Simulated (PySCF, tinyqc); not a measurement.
Inside a calculation. Method: MP2 on RHF in the 6-31g basis, for H4, spin multiplicity 1. The lowest restricted solution is unstable here: a spin-polarised one lies 0.0788 hartree lower (PySCF). One step of it, computed by the program tinyqc.

Task: Second-order Moller-Plesset energy. E2 = sum_ijab (ia|jb) [2 (ia|jb) - (ib|ja)] / (e_i + e_j - e_a - e_b) over occupied i, j and virtual a, b; the opposite-spin part is (ia|jb)^2 / denominator, the rest is same-spin, and SCS-MP2 scales them by 6/5 and 1/3.

orbital energies (hartree): MO1 -0.659448, MO2 -0.335237, MO3 -0.006637, MO4 0.254875, MO5 0.962916, MO6 1.005373, MO7 1.038054, MO8 1.122517

Two-electron integrals over orbitals (pq|rs), unique and non-zero (hartree):
```
p,q,r,s,(pq|rs)
1,1,1,1,0.462554
2,1,2,1,0.113742
2,2,1,1,0.419371
2,2,2,2,0.403656
3,1,3,1,0.100839
3,2,3,2,0.047515
3,3,1,1,0.402538
3,3,2,2,0.368921
3,3,3,3,0.380348
4,1,3,2,0.045162
4,1,4,1,0.042958
4,2,3,1,0.081708
4,2,4,2,0.077741
4,3,2,1,0.085122
4,3,4,3,0.077751
4,4,1,1,0.354916
4,4,2,2,0.345144
4,4,3,3,0.337517
4,4,4,4,0.323393
5,1,2,1,-0.047195
5,1,4,3,-0.030477
5,1,5,1,0.044292
5,2,1,1,-0.093908
5,2,2,2,-0.071146
5,2,3,3,-0.070433
5,2,4,4,-0.046179
5,2,5,2,0.058976
5,3,3,2,-0.022079
5,3,4,1,-0.020318
5,3,5,3,0.027134
5,4,3,1,-0.023422
5,4,4,2,-0.012577
5,4,5,4,0.028466
5,5,1,1,0.401758
5,5,2,2,0.381725
5,5,3,3,0.357105
5,5,4,4,0.330741
5,5,5,2,-0.074584
5,5,5,5,0.379363
6,1,3,1,-0.049508
6,1,4,2,-0.039085
6,1,5,4,0.032076
6,1,6,1,0.050687
6,2,3,2,-0.031043
6,2,4,1,-0.028894
6,2,5,3,0.030897
6,2,6,2,0.039103
6,3,1,1,-0.092909
6,3,2,2,-0.078983
6,3,3,3,-0.060895
6,3,4,4,-0.046578
6,3,5,2,0.049499
6,3,5,5,-0.081502
6,3,6,3,0.056293
6,4,2,1,-0.035898
6,4,4,3,-0.018458
6,4,5,1,0.033878
6,4,6,4,0.032132
6,5,3,2,0.052547
6,5,4,1,0.049477
6,5,5,3,-0.035504
6,5,6,2,-0.046673
6,5,6,5,0.073556
6,6,1,1,0.417762
6,6,2,2,0.385914
6,6,3,3,0.379291
6,6,4,4,0.339437
6,6,5,2,-0.091705
6,6,5,5,0.383654
6,6,6,3,-0.083010
6,6,6,6,0.407503
7,1,1,1,0.072220
7,1,2,2,0.061502
7,1,3,3,0.052146
7,1,4,4,0.039653
7,1,5,2,-0.046640
7,1,5,5,0.066325
7,1,6,3,-0.045451
7,1,6,6,0.074210
7,1,7,1,0.043680
7,2,2,1,0.033209
7,2,4,3,0.019773
7,2,5,1,-0.037769
7,2,6,4,-0.030803
7,2,7,2,0.034959
7,3,3,1,0.017793
7,3,4,2,0.013083
7,3,5,4,-0.025387
7,3,6,1,-0.033695
7,3,7,3,0.028585
7,4,3,2,0.013574
7,4,4,1,0.012328
7,4,5,3,-0.022705
7,4,6,2,-0.026147
7,4,6,5,0.025373
7,4,7,4,0.021098
7,5,2,1,-0.102490
7,5,4,3,-0.080011
7,5,5,1,0.047742
7,5,6,4,0.035818
7,5,7,2,-0.034846
7,5,7,5,0.106298
7,6,3,1,-0.096267
7,6,4,2,-0.081818
7,6,5,4,0.029182
7,6,6,1,0.057309
7,6,7,3,-0.025461
7,6,7,6,0.108751
7,7,1,1,0.400645
7,7,2,2,0.374189
7,7,3,3,0.360629
7,7,4,4,0.327080
7,7,5,2,-0.075206
7,7,5,5,0.370028
7,7,6,3,-0.073840
7,7,6,6,0.383367
7,7,7,1,0.058958
7,7,7,7,0.372177
8,1,3,2,-0.038403
8,1,4,1,-0.035791
8,1,5,3,0.035356
8,1,6,2,0.043685
8,1,6,5,-0.055584
8,1,7,4,-0.028168
8,1,8,1,0.050423
8,2,3,1,-0.056263
8,2,4,2,-0.043828
8,2,5,4,0.035331
8,2,6,1,0.051794
8,2,7,3,-0.033248
8,2,7,6,0.064690
8,2,8,2,0.056403
8,3,2,1,-0.053885
8,3,4,3,-0.035018
8,3,5,1,0.043157
8,3,6,4,0.036865
8,3,7,2,-0.036568
8,3,7,5,0.053896
8,3,8,3,0.046418
8,4,1,1,-0.097831
8,4,2,2,-0.080967
8,4,3,3,-0.071658
8,4,4,4,-0.049615
8,4,5,2,0.052700
8,4,5,5,-0.081249
8,4,6,3,0.051780
8,4,6,6,-0.090484
8,4,7,1,-0.043585
8,4,7,7,-0.079851
8,4,8,4,0.054747
8,5,3,1,0.098098
8,5,4,2,0.085450
8,5,5,4,-0.032615
8,5,6,1,-0.065692
8,5,7,3,0.033269
8,5,7,6,-0.111613
8,5,8,2,-0.070550
8,5,8,5,0.119601
8,6,2,1,0.113143
8,6,4,3,0.089020
8,6,5,1,-0.063435
8,6,6,4,-0.045855
8,6,7,2,0.049442
8,6,7,5,-0.117100
8,6,8,3,-0.066931
8,6,8,6,0.136841
8,7,3,2,-0.054695
8,7,4,1,-0.051528
8,7,5,3,0.036742
8,7,6,2,0.048535
8,7,6,5,-0.076353
8,7,7,4,-0.026580
8,7,8,1,0.057472
8,7,8,7,0.079493
8,8,1,1,0.431521
8,8,2,2,0.402092
8,8,3,3,0.384764
8,8,4,4,0.349290
8,8,5,2,-0.099616
8,8,5,5,0.401700
8,8,6,3,-0.097669
8,8,6,6,0.419417
8,8,7,1,0.085167
8,8,7,7,0.394999
8,8,8,4,-0.099671
8,8,8,8,0.439552
```

Hartree-Fock energy = -1.95914824 hartree

Give: Terms; Pair energies; MP2 correlation energy; SCS-MP2 correlation energy; MP2 total energy.

Result:

Terms:
```
i,j,a,b,(ia|jb),(ib|ja),denominator,term
1,1,3,3,0.101,0.101,-1.306,-0.008
2,1,4,3,0.082,0.045,-1.243,-0.008
1,2,3,4,0.082,0.045,-1.243,-0.008
2,2,4,4,0.078,0.078,-1.180,-0.005
2,2,3,3,0.048,0.048,-0.657,-3.44e-03
1,2,3,8,-0.056,-0.038,-2.111,-1.98e-03
2,1,8,3,-0.056,-0.038,-2.111,-1.98e-03
2,2,5,5,0.059,0.059,-2.596,-1.34e-03
2,2,8,8,0.056,0.056,-2.916,-1.09e-03
1,1,3,6,-0.050,-0.050,-2.318,-1.06e-03
1,1,6,3,-0.050,-0.050,-2.318,-1.06e-03
1,1,4,4,0.043,0.043,-1.829,-1.01e-03
1,2,6,8,0.052,0.044,-3.123,-9.94e-04
2,1,8,6,0.052,0.044,-3.123,-9.94e-04
2,2,4,8,-0.044,-0.044,-2.048,-9.38e-04
2,2,8,4,-0.044,-0.044,-2.048,-9.38e-04
2,1,5,7,-0.047,-0.038,-2.996,-8.64e-04
1,2,7,5,-0.047,-0.038,-2.996,-8.64e-04
2,1,4,6,-0.039,-0.029,-2.255,-8.54e-04
1,2,6,4,-0.039,-0.029,-2.255,-8.54e-04
1,1,6,6,0.051,0.051,-3.330,-7.72e-04
1,1,8,8,0.050,0.050,-3.564,-7.13e-04
1,1,5,5,0.044,0.044,-3.245,-6.05e-04
2,2,6,3,-0.031,-0.031,-1.669,-5.77e-04
2,2,3,6,-0.031,-0.031,-1.669,-5.77e-04
2,2,6,6,0.039,0.039,-2.681,-5.70e-04
1,1,7,7,0.044,0.044,-3.395,-5.62e-04
2,1,6,8,0.044,0.052,-3.123,-4.98e-04
1,2,8,6,0.044,0.052,-3.123,-4.98e-04
1,1,8,4,-0.036,-0.036,-2.696,-4.75e-04
1,1,4,8,-0.036,-0.036,-2.696,-4.75e-04
2,2,7,7,0.035,0.035,-2.747,-4.45e-04
1,2,8,3,-0.038,-0.056,-2.111,-3.74e-04
2,1,3,8,-0.038,-0.056,-2.111,-3.74e-04
2,1,7,5,-0.038,-0.047,-2.996,-3.64e-04
1,2,5,7,-0.038,-0.047,-2.996,-3.64e-04
1,2,4,3,0.045,0.082,-1.243,-3.13e-04
2,1,3,4,0.045,0.082,-1.243,-3.13e-04
1,2,4,6,-0.029,-0.039,-2.255,-2.40e-04
2,1,6,4,-0.029,-0.039,-2.255,-2.40e-04
```

Pair energies (hartree; pair i-j sums ij and ji):
```
pair,opposite spin,same spin
1-1,-0.015,0
2-1,-0.026,-2.64e-03
2-2,-0.015,0
```

MP2 correlation energy = -0.05805 hartree

SCS-MP2 correlation energy = -0.06737 hartree

MP2 total energy = -2.01720 hartree
